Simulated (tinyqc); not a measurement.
# Schottky emission and Poole-Frenkel conduction in an insulator, and how to tell them apart: effect of temperature

Schottky emission (electrode-limited): J = As T^2 exp[-(pb - b sqrt(F))/Vt], b = sqrt(q/(4 pi eps0 ei)). Poole-Frenkel emission (bulk-limited): J = s0 F exp[-(pt - 2 b sqrt(F))/Vt]. F in V/cm.

Both formulas at the same field.

Parameters, values chosen for the exercise; dielectric values close to those of zirconium oxide:
- ei = 4.87 (high-frequency relative permittivity)
- pt = 1.2 eV (trap depth)
- s0 = 2 S/cm (Poole-Frenkel prefactor)
- pb = 0.97 eV (electrode barrier)
- As = 44 A/(cm^2 K^2) (Richardson constant)
- F = 1.4 MV/cm (field)

Constants: q = 1.602176634e-19 C, kB = 1.380649e-23 J/K, Vt = kB T/q, eps0 = 8.8541878128e-14 F/cm where lengths are in cm. Results are converted to the units shown.

Results:

| T (K) | J, Schottky (A/cm^2) | J, Poole-Frenkel (A/cm^2) | ratio |
|---|---|---|---|
| 225 | 1.507e-11 | 4.818e-12 | 3.127 |
| 260 | 4.120e-9 | 1.186e-9 | 3.473 |
| 340 | 2.208e-5 | 4.913e-6 | 4.494 |
| 380 | 4.332e-4 | 8.488e-5 | 5.104 |
| 420 | 0.004919 | 8.523e-4 | 5.771 |
| 475 | 0.07308 | 0.01078 | 6.781 |

Estimate the missing row, T = 300 K.

Computed row:

| T (K) | J, Schottky (A/cm^2) | J, Poole-Frenkel (A/cm^2) | ratio |
|---|---|---|---|
| 300 | 5.252e-7 | 1.330e-7 | 3.948 |

With this row back in the table: The Schottky current grows by 9.69 decades and the Poole-Frenkel current by 9.35, as their lowered barriers are 0.767 and 0.793 eV. A tunnelling current would hardly change over this range. For T = 225, 260, 300 a Fowler-Nordheim estimate for tunnelling through pb with a mass of 0.4 m0 exceeds the Schottky current, so tunnelling, left out here, would compete. For T = 225, 260, 300 a Fowler-Nordheim estimate for tunnelling through pb with a mass of 0.4 m0 exceeds the Poole-Frenkel current, so tunnelling, left out here, would compete.

Computed by the program tinyqc: `OMP_NUM_THREADS=1 python tinyqc.py 2370145 2370146 out.jsonl`, one thread of a shared Intel Xeon 2.30GHz, about 0.01 s for the whole run.
